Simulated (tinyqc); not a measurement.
# Threshold-voltage variability of a planar MOSFET, analytic estimates: effect of the oxide-equivalent thickness in inversion

Three independent sources add in quadrature: random dopants in the depleted layer, metal-gate grains of two orientations, and roughness of the two gate edges acting through the roll-off VT = VT(long) - Vr exp(-L/l). These are first-order estimates: no three-dimensional electrostatics, no percolation.

ni = sqrt(Nc Nv) exp(-Eg/(2 Vt)), Eg in volts; Cox = 3.9 eps0/ti; Wd = sqrt(4 eps0 eps_r Vt ln(Na/ni)/(q Na)); dopants: s1 = (q/Cox) sqrt(Na Wd/(3 L W)). Grains: Ng = L W/G^2 (at least 1), s2 = dW sqrt(p (1 - p)/Ng). Edges, with exponential correlation and u = W/La: the mean gate length has sL^2 = 2 De^2 (2/u)[1 - (1 - exp(-u))/u]; s3 = sL (Vr/l) exp(-L/l). s = sqrt(s1^2 + s2^2 + s3^2). l and Vr are held fixed.

Inputs (values chosen for the exercise); material values close to those of silicon:

| symbol | value | unit | meaning |
|---|---|---|---|
| T | 400 | K | temperature |
| Eg | 1.11 | eV | band gap |
| eps_r | 11.5 |  | relative permittivity of the semiconductor |
| Nc | 4.26e19 | cm^-3 | conduction-band density of states at T |
| Nv | 4.03e19 | cm^-3 | valence-band density of states at T |
| Na | 4.1e18 | cm^-3 | channel doping |
| L | 45 | nm | gate length |
| W | 77 | nm | gate width |
| G | 7 | nm | metal grain size |
| dW | 0.1 | eV | work-function difference of the two grain orientations |
| p | 0.4 |  | share of the orientation of higher work function |
| De | 1.1 | nm | rms roughness of one gate edge |
| La | 10 | nm | correlation length of the roughness |
| l | 7.6 | nm | decay length of the threshold roll-off |
| Vr | 2.4 | V | prefactor of the roll-off |

Constants: q = 1.602176634e-19 C, kB = 1.380649e-23 J/K, Vt = kB T/q, eps0 = 8.8541878128e-14 F/cm where lengths are in cm. Results are converted to the units shown.

The same in every row: s2 (mV) = 5.8258; s3 (mV) = 0.62647.

Effect of the oxide-equivalent thickness in inversion:
```
ti (nm)  s1 (mV)  s (mV)  s sqrt(L W) (mV um)
0.8       9.6584  11.297              0.66497
1.2       14.488  15.628              0.91991
1.6       19.317  20.186               1.1882
2         24.146  24.847               1.4626
2.4       28.975  29.562               1.7401
2.8       33.804  34.308               2.0195
3.2       38.634  39.075               2.3001
```

What does the comparison show?

As ti goes from 0.8 to 3.2 nm, s rises from 11.3 to 39.1 mV. The dopants are the largest source in the first and the last row. s1 goes on average as ti^(1.00).

Program tinyqc, `OMP_NUM_THREADS=1 python tinyqc.py 2090036 2090037 out.jsonl`; Intel Xeon 2.30GHz, shared host, one thread, about 0.01 s.
